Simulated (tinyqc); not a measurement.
## Tunnel rates from the two plateau currents

Problem. With only the 0-1 transition of a spin-degenerate level in the bias window, I = 2 q G_in G_out/(2 G_in + G_out). Find GL and GR.

Constants: q = 1.602176634e-19 C. Results are converted to the units shown.

sizes of the plateau currents for electrons entering from the left and from the right (pA): [30.728926, 22.827202]

Answer. q/I(left) = 1/GR + 1/(2 GL) and q/I(right) = 1/GL + 1/(2 GR) are linear in 1/GL and 1/GR.

GL = 0.170 1/ns
GR = 0.440 1/ns

Numbers from tinyqc (`OMP_NUM_THREADS=1 python tinyqc.py 2780102 2780103 out.jsonl`; about 0.01 s on one thread of a shared Intel Xeon 2.30GHz).
